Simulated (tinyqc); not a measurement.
## Trap density from the leakage

Question. Trap-assisted leakage is J = q Nt times the integral over x of the rate through one trap. Find Nt, the areal density Nt t and the mean in-plane spacing (Nt t)^(-1/2).

Parameters, values chosen for the exercise: thickness t = 4.2 nm.

Constants: q = 1.602176634e-19 C. Results are converted to the units shown.

J = 0.0022060085 A/cm^2
integral of the rate over x = 20248.267 nm/s

Solution. J is proportional to Nt.

Nt = 6.800e18 cm^-3
Nt t = 2.856e12 cm^-2
in-plane spacing = 5.917 nm

Numbers from tinyqc (`OMP_NUM_THREADS=1 python tinyqc.py 2370016 2370017 out.jsonl`; about 0.03 s on one thread of a shared Intel Xeon 2.30GHz).
